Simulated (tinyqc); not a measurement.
On-chip interconnect, size-dependent resistivity and RC delay: one step of the calculation.

A rectangular line between two neighbours and two ground planes. Surface and grain-boundary scattering are added to the bulk resistivity as corrections; capacitances are parallel-plate values without fringing; inductance is ignored.

Problem. Resistivity, resistance and capacitance per length. Metal width x = wd - 2 tl, height y = AR wd - tl; grain boundaries (Mayadas-Shatzkes): al = (lam/(gr x)) Rg/(1 - Rg), g = 1/[1 - 3 al/2 + 3 al^2 - 3 al^3 ln(1 + 1/al)] - 1; surfaces (Fuchs-Sondheimer, thick limit): s = (3/8) lam (1 - ps)(1/x + 1/y); rho = rho0 (1 + g + s); r = rho/(x y); c = eps0 ek (2 wd/hd + 2 Mf AR wd/sp).

Parameters, values chosen for the exercise; metal values close to those of copper:
- rho0 = 1.66 uohm cm (bulk resistivity)
- lam = 40.1 nm (bulk mean free path)
- ps = 0 (specular share of surface scattering)
- Rg = 0.53 (reflection coefficient of grain boundaries)
- gr = 1 (grain size over the metal width)
- wd = 41 nm (drawn line width)
- AR = 1.3 (aspect ratio, height over width)
- tl = 2.9 nm (liner on both walls and the bottom, not conducting)
- sp = 49 nm (space to the neighbouring lines)
- hd = 93 nm (dielectric height to the planes above and below)
- ek = 2.7 (relative permittivity of the dielectric)
- Mf = 1 (Miller factor of the neighbours)

Constants: eps0 = 8.8541878128e-12 F/m. Results are converted to the units shown.

Give: x; y; al; g; s; rho; r; c.

Solution.

x = 35.20 nm
y = 50.40 nm
al = 1.285
g = 1.761
s = 0.7256
rho = 5.787 uohm cm
r = 32.62 ohm/um
c = 0.07309 fF/um

Range of the model: The metal width is under the mean free path, where the thick-limit surface term and the simple sum of corrections lose accuracy.

Computed by the program tinyqc: `OMP_NUM_THREADS=1 python tinyqc.py 2100084 2100085 out.jsonl`, one thread of a shared Intel Xeon 2.30GHz, about 0.01 s for the whole run.
